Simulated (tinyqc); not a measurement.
Empty-lattice bands from Gamma to P: Brillouin zone and empty-lattice bands of the bcc structure.

Primitive vectors a (-1/2,1/2,1/2), a (1/2,-1/2,1/2), a (1/2,1/2,-1/2); one atom. Reciprocal vectors obey a_i.b_j = 2 pi delta_ij; k is given in units of 2 pi/a. Empty-lattice levels are c0 (2 pi/a)^2 |k + G|^2, c0 = hbar^2/2m0. Points: H = (1, 0, 0), N = (0.5, 0.5, 0), P = (0.5, 0.5, 0.5).

Constants: hbar^2/2m0 = 3.80998211 eV angstrom^2.

Inputs chosen for the exercise (out of a larger set: lattice near that of W; not measured data): a = 3.158 angstrom (lattice constant).

k = f x P; the eight lowest levels, degenerate ones repeated.

Levels (eV):

| f | 1 | 2 | 3 | 4 | 5 | 6 | 7 | 8 |
|---|---|---|---|---|---|---|---|---|
| 0.000 | 0.00 | 30.16 | 30.16 | 30.16 | 30.16 | 30.16 | 30.16 | 30.16 |
| 0.167 | 0.31 | 25.45 | 25.45 | 25.45 | 30.48 | 30.48 | 30.48 | 30.48 |
| 0.333 | 1.26 | 21.37 | 21.37 | 21.37 | 31.42 | 31.42 | 31.42 | 31.42 |
| 0.500 | 2.83 | 17.91 | 17.91 | 17.91 | 32.99 | 32.99 | 32.99 | 32.99 |
| 0.667 | 5.03 | 15.08 | 15.08 | 15.08 | 35.19 | 35.19 | 35.19 | 35.19 |
| 1.000 | 11.31 | 11.31 | 11.31 | 11.31 | 41.48 | 41.48 | 41.48 | 41.48 |

Give the missing row, f = 0.833.

Computed row:
```
f         1      2      3      4      5      6      7      8
0.833  7.86  12.88  12.88  12.88  38.02  38.02  38.02  38.02
```

Band 1 is the parabola f^2 x 11.31 eV. The next levels start from the first shell of G at 30.16 eV; a branch falls at first if its G has a component against k, and branches cross. The second level ends at 11.31 eV and meets band 1 at the zone surface.

tinyqc: `OMP_NUM_THREADS=1 python tinyqc.py 1880858 1880859 out.jsonl`; about 0.01 s, one thread, shared Intel(R) Xeon(R) Processor @ 2.30GHz.
